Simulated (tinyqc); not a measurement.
# Pinning of the barrier by interface states

Cowley-Sze model with the space charge neglected: phiB = S (phiM - chi) + (1 - S)(Eg - phi0), S = 1/(1 + q Dit dl/(eps0 ei)), dl in cm.

Values chosen for this exercise; band and dielectric values close to those of indium phosphide: band gap Eg = 1.33 eV; electron affinity chi = 4.3 eV; thickness of the interfacial layer dl = 0.4 nm; relative permittivity of the interfacial layer ei = 2; neutral level above the valence band phi0 = 0.46 eV; metal work function phiM = 4.71 eV.

Constants: q = 1.602176634e-19 C, eps0 = 8.8541878128e-14 F/cm where lengths are in cm. Results are converted to the units shown.

Result of one run:
```
Dit (cm^-2 eV^-1),S,phiB (eV),change of phiB for 0.5 eV more work function (eV)
1e13,0.73427,0.53224,0.36713
```

What becomes of these results when the density of interface states Dit is changed from 1e13 to 3e13 cm^-2 eV^-1, all else the same?

Result of the changed run:
```
Dit (cm^-2 eV^-1),S,phiB (eV),change of phiB for 0.5 eV more work function (eV)
3e13,0.47945,0.64945,0.23973
```

The whole series:
```
Dit (cm^-2 eV^-1),S,phiB (eV),change of phiB for 0.5 eV more work function (eV)
1e11,0.99639,0.41166,0.49820
3e11,0.98926,0.41494,0.49463
1e12,0.96507,0.42607,0.48254
3e12,0.90206,0.45505,0.45103
1e13,0.73427,0.53224,0.36713
3e13,0.47945,0.64945,0.23973
1e14,0.21650,0.77041,0.10825
3e14,0.084338,0.83120,0.042169
1e15,0.026889,0.85763,0.013444
```

S falls from 0.996 to 0.0269, passing 1/2 at Dit = eps0 ei/(q dl) = 2.76e13 cm^-2 eV^-1. The barrier rises from 0.412 to 0.858 eV, from near the Schottky-Mott value phiM - chi = 0.410 eV towards the pinned value Eg - phi0 = 0.870 eV.

Numbers from tinyqc (`OMP_NUM_THREADS=1 python tinyqc.py 2020170 2020171 out.jsonl`; about 0.08 s on one thread of a shared Intel Xeon 2.30GHz).
